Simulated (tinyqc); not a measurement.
Comparisons within one model: eight-band Kane k.p model. A value that a table varies takes the place of the one given here.

Eight-band Kane model, basis S, X, Y, Z times spin, zero of energy at the top of the unstrained valence band, c = hbar^2/2m0. Within each spin: H_SS = Eg + A c k^2, H_SX = i P kx (likewise Y, Z), H_XX = -Dso/3 + L kx^2 + M (ky^2 + kz^2), H_XY = N kx ky, and cyclic. Spin-orbit term (Dso/3) L.sigma on X, Y, Z with (L_k)_ij = -i epsilon_kij: <X+|H|Y+> = -i Dso/3, <X+|H|Z-> = Dso/3, <Y+|H|Z-> = -i Dso/3, <Z+|H|X-> = -Dso/3, <Z+|H|Y-> = i Dso/3, <X-|H|Y-> = i Dso/3, and their conjugates; + and - are the spin along z. Terms from inversion asymmetry are left out, so every level is twofold.

P = sqrt(Ep c); A = 1/me - Ep (Eg + 2 Dso/3)/(Eg (Eg + Dso)) keeps the electron mass; g1' = g1 - Ep/(3 Eg), g2' = g2 - Ep/(6 Eg), g3' = g3 - Ep/(6 Eg) remove the coupling to S that the Luttinger values already hold; L = -c (g1' + 4 g2'), M = -c (g1' - 2 g2'), N = -6 c g3'.

Constants: hbar^2/2m0 = 3.80998211 eV angstrom^2.

Values chosen for the exercise (near those of InSb; not measured data):
```
symbol  value   unit        meaning
Eg      0.236   eV          gap at Gamma to the s-like level
Dso     0.818   eV          spin-orbit splitting
Ep      23.4    eV          Kane energy
me      0.0134  m0          electron mass at Gamma
g1      34.76               Luttinger gamma1
g2      15.47               gamma2
g3      16.49               gamma3
kmax    0.08    1/angstrom  end of the path
```

## Non-parabolicity of the conduction band

Unstrained, along [110], six points up to kmax. Parabolic: E = c k^2/me. Two-band form: E (1 + alpha E) = c k^2/me with alpha = (1 - me)^2/Eg. The column alpha(k) solves that form for alpha with the eight-band energy. Energies from the conduction edge.

Energies:
```
|k| (1/angstrom)  parabolic (eV)  two-band (eV)  eight-band (eV)  alpha(k) (1/eV)  parabolic / eight-band
0.0133                    0.0505         0.0429           0.0433            3.848                   1.167
0.0267                    0.2022         0.1312           0.1343            3.767                   1.506
0.0400                    0.4549         0.2323           0.2409            3.687                   1.888
0.0533                    0.8088         0.3379           0.3545            3.616                   2.282
0.0667                    1.2637         0.4454           0.4720            3.553                   2.677
0.0800                    1.8197         0.5540           0.5923            3.499                   3.072
```

alpha = 4.124 1/eV

At the last point the parabola lies a factor 3.07 above the eight-band value, and the two-band form 38.3 meV below it. Even the first point is more than 5 % off the parabola. alpha(k) goes from 3.848 to 3.499 1/eV, a spread of 9.1 % over this range; the simple rule gives 4.124, 7 % above the first value, as it knows neither Dso nor the remote terms.

## Four, six or eight bands for the holes

Unstrained, along [111]. Six bands: the X, Y, Z block alone with the full g1, g2, g3 in L, M, N. Four bands: the same with Dso sent to infinity. HH, LH and SO name the pairs from the top.

Valence levels (eV):
```
|k| (1/angstrom)     HH 4     HH 6     HH 8     LH 4     LH 6     LH 8     SO 6     SO 8
0.0133            -0.0012  -0.0012  -0.0012  -0.0459  -0.0446  -0.0386  -0.8428  -0.8242
0.0267            -0.0048  -0.0048  -0.0048  -0.1835  -0.1622  -0.1147  -0.9335  -0.8431
0.0400            -0.0109  -0.0109  -0.0109  -0.4129  -0.3019  -0.1955  -1.1409  -0.8755
0.0533            -0.0193  -0.0193  -0.0193  -0.7341  -0.4090  -0.2712  -1.5199  -0.9222
0.0667            -0.0301  -0.0301  -0.0301  -1.1471  -0.4765  -0.3387  -2.0772  -0.9835
0.0800            -0.0434  -0.0434  -0.0434  -1.6518  -0.5214  -0.3974  -2.7960  -1.0588
```

At |k| = 0.0800 the heavy holes of the three models span 0.0 meV and the light holes 1254.4 meV. The split-off band moves the light hole by +1130.4 meV and treating the conduction band exactly moves it by +124.0 meV more; the split-off band matters more here, where the four-band light-hole energy is 2.02 times Dso and 7.00 times Eg. The four-band light hole has even passed below -Dso = -0.818 eV, where that model has no meaning.

## Far from Gamma

Pairs 3 and 4 along [100] out to 3.2 1/angstrom, beyond the zone edge but about the reach pi/h of a grid with h = 1 angstrom, with Ep as given and with Ep rescaled so that A = 1: Ep = (1/me - 1) Eg (Eg + Dso)/(Eg + 2 Dso/3). Crossings of E = Eg/2 are found on a scan of 320 points from 0.05 to 3.2 and refined by bisection.

Levels (eV):
```
kx (1/angstrom)  pair 3   pair 4  pair 3, rescaled  pair 4, rescaled
0.0               0.000    0.236             0.000             0.236
0.4              -2.329    4.881            -2.329             4.903
0.8              -3.264   12.110            -3.292            12.244
1.2              -1.912   21.836            -2.067            22.230
1.6               1.270   34.173             0.854            35.014
2.0               6.178   49.219             5.341            50.721
2.4              12.733   67.055            11.298            69.445
2.8              20.868   87.744            18.657            91.256
3.2              30.537  111.335            27.367           116.204
```

A (a pure number) and L (eV angstrom^2) as given: 1.125  9.573

rescaled Ep = 23.44 eV

A and L rescaled: 1.000  10.214

Crossings of mid-gap:
```
set       number  first kx (1/angstrom)
as given       1                  1.479
rescaled       1                  1.517
```

Is the parameter set safe for a calculation on a fine real-space grid?

No. A level crosses the middle of the gap at kx = 1.479 1/angstrom; a grid of step h reaches k = pi/h, so one with h below about 2.1 angstrom can return spurious states, and finite differences, which weaken the linear term at large k, can do so on coarser grids too. At large kx the S and X states dominate and (A c k^2)(L k^2) - P^2 k^2 must vanish for a state in the gap, which needs A L > 0, near k = P/sqrt(A c L); here A = 1.125 and L = 9.573 have the same sign, which puts the estimate at 1.47 1/angstrom. In the rerun with Ep = 23.44 eV, A = 1.000 and L = 10.214 have the same sign, and a level crosses at kx = 1.517, so the rescaling is no cure here. Electron, heavy- and light-hole masses at Gamma are the same for both sets.

## What each parameter does

Unstrained; levels at |k| = kmax along [110], all derived values formed anew. Each row changes one parameter from the base and keeps the others.

Results:
```
case             conduction (eV)  heavy hole (eV)  light hole (eV)  split-off (eV)
base                      0.8283          -0.0529          -0.4036         -1.0513
Eg = 0.2124 eV            0.8272          -0.0532          -0.4188         -0.9730
Dso = 0.8998 eV           0.8330          -0.0531          -0.4127         -1.1156
Ep = 21.06 eV             0.8465          -0.0527          -0.4024         -1.1336
me = 0.0121 m0            0.9564          -0.0527          -0.3640         -1.0238
g1 = 31.284               0.8612           0.0317          -0.3374         -0.9809
g2 = 13.923               0.8414          -0.0566          -0.4207         -1.0436
g3 = 18.139               0.7899           0.0231          -0.3953         -1.0974
```

The largest shifts from the base row, up to three for each result and ties (the steps differ in size, so this ranks the rows, not the parameters). conduction (eV): me +0.1282, g3 -0.0384, g1 +0.0330. heavy hole (eV): g1 +0.0847, g3 +0.0760, g2 -0.0037. light hole (eV): g1 +0.0662, me +0.0396, g2 -0.0171. split-off (eV): Ep -0.0822, Eg +0.0783, g1 +0.0704.

Program tinyqc; command `OMP_NUM_THREADS=1 python tinyqc.py 1051253 1051254 out.jsonl`; about 0.05 s on one thread of a shared Intel(R) Xeon(R) Processor @ 2.30GHz.
